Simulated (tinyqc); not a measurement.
Carrier lifetime of a p-type layer with SRH, radiative, Auger and surface recombination: one step of the calculation.

Uniform excess density dn = dp (no trapping), n = n0 + dn, p = p0 + dn, Boltzmann statistics, full ionisation. Surfaces enter as a rate 2 S dn/d, which holds while diffusion to them is fast.

Problem. New dn. With e = n p - ni^2 = dn (n0 + p0 + dn): U_SRH = e/(tp0 (n + n1) + tn0 (p + p1)), U_rad = B e, U_Aug = (Cn n + Cp p) e, U_s = 2 S dn/d. Newton step on ln U(ln dn) = ln G, U the sum: k = d ln U/d ln dn (central difference over factors 1.0001), dn(new) = dn (G/U)^(1/k).

Parameters, values chosen for the exercise; band and dielectric values close to those of silicon:
```
symbol,value,unit,meaning
B,4.74e-15,cm^3/s,radiative coefficient
Cn,1.6e-31,cm^6/s,Auger coefficient (two electrons)
Cp,2.1e-31,cm^6/s,Auger coefficient (two holes)
S,0,cm/s,surface recombination velocity (both faces)
d,5,um,sample thickness
G,3.8e17,cm^-3 s^-1,generation rate
```

dn at the start = 3e15 cm^-3
n0 = 7.8829972e7 cm^-3
p0 = 1.1000001e15 cm^-3
n1 = 4.6602784e17 cm^-3
p1 = 1.8606823e5 cm^-3
tn0 = 1.0964912e-6 s
tp0 = 1.2183236e-6 s

Give: U_SRH; U_rad; U_Aug; U_s; k; dn after iteration 1.

Solution.

U_SRH = 2.1357e19 cm^-3 s^-1
U_rad = 5.8302e16 cm^-3 s^-1
U_Aug = 1.6494e16 cm^-3 s^-1
U_s = 0 cm^-3 s^-1
k = 1.7203
dn after iteration 1 = 2.8783e14 cm^-3

tinyqc, about 0.01 s, one thread, Intel Xeon 2.30GHz (shared host): `OMP_NUM_THREADS=1 python tinyqc.py 2300139 2300140 out.jsonl`
